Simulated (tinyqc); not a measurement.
Scaling the whole coupling: critical temperature from a phonon spectrum: McMillan, Allen-Dynes and the linearised Eliashberg equation. Computed by tinyqc, a small Python program. Command: `OMP_NUM_THREADS=1 python tinyqc.py 3005553 3005554 out.jsonl eliashberg walk`. One thread of a shared host (Intel(R) Xeon(R) Processor @ 2.30GHz), about 0.01 s of CPU time with the checks.

alpha^2 F(omega) = sum_i (lambda_i omega_i/2) delta(omega - omega_i), so that lambda = 2 int alpha^2 F/omega d omega = sum_i lambda_i.

Inputs (values chosen for the exercise, for a model metal):

| quantity | value | unit |
|---|---|---|
| peak energy omega_1 | 4.07 | meV |
| coupling lambda_1 | 0.706 | - |
| peak energy omega_2 | 10.2 | meV |
| coupling lambda_2 | 0.614 | - |
| Coulomb pseudopotential mu* | 0.15 | - |

Peaks in alpha^2 F: two.

Constants: k_B = 8.617333262e-05 eV/K.

Method:
- omega_log = exp(sum lambda_i ln omega_i / lambda); omega_rms = sqrt(sum lambda_i omega_i^2 / lambda).
- McMillan form: k_B T_c = (omega_log/1.2) exp[-1.04 (1 + lambda)/(lambda - mu* (1 + 0.62 lambda))]. Allen-Dynes multiplies it by f1 f2: f1 = [1 + (lambda/L1)^(3/2)]^(1/3), L1 = 2.46 (1 + 3.8 mu*); f2 = 1 + (omega_rms/omega_log - 1) lambda^2/(lambda^2 + L2^2), L2 = 1.82 (1 + 6.3 mu*) omega_rms/omega_log.
- Linearised Eliashberg equation at omega_n = (2n + 1) pi k_B T, n = 0..N-1: lambda(j) = sum_i lambda_i omega_i^2/(omega_i^2 + (2 pi j k_B T)^2); K_mn = lambda(m - n) + lambda(m + n + 1) - 2 mu*(N) - delta_mn [2m + 1 + lambda(0) + 2 sum_(j=1..m) lambda(j)], with 1/mu*(N) = 1/mu* + ln(omega_rms/omega_N), omega_N = (2N + 1) pi k_B T. T_c is where the largest eigenvalue rho of K is zero.
- N is the smallest integer at or above 8 omega_max/(2 pi k_B T_AD), omega_max the highest peak and T_AD the Allen-Dynes value.
- All lambda_i are multiplied by s. The last column is the large-lambda limit for mu* = 0, k_B T_c = 0.1827 omega_rms sqrt(lambda).

lambda = 1.32

omega_rms = 7.56664 meV

omega_log = 6.24011 meV

T_c (K):

| s | lambda | McMillan | Allen-Dynes | Eliashberg | large-lambda limit |
|---|---|---|---|---|---|
| 0.6 | 0.792 | 2.273 | 2.357 | 2.076 | 14.277 |
| 0.8 | 1.056 | 4.276 | 4.525 | 4.117 | 16.485 |
| 1.0 | 1.320 | 6.026 | 6.521 | 6.060 | 18.431 |
| 1.3 | 1.716 | 8.098 | 9.089 | 8.662 | 21.015 |
| 1.7 | 2.244 | 10.080 | 11.910 | 11.670 | 24.031 |
| 2.3 | 3.036 | 12.036 | 15.374 | 15.489 | 27.952 |
| 3.2 | 4.224 | 13.793 | 19.645 | 20.176 | 32.971 |

What does the comparison show, and why?

McMillan/Eliashberg runs from 1.09 at lambda = 0.79 to 0.68 at 4.22: the exponential form levels off at large lambda, while the true T_c keeps rising (exponent 0.80 between the last rows, tending to 1/2). Allen-Dynes stays within about 14 % over the table. The last row reaches 61 % of the mu* = 0 limit; with mu* above zero T_c stays below that line at any lambda.

Extremes, crossings and ranges named in words are read from the listed rows.
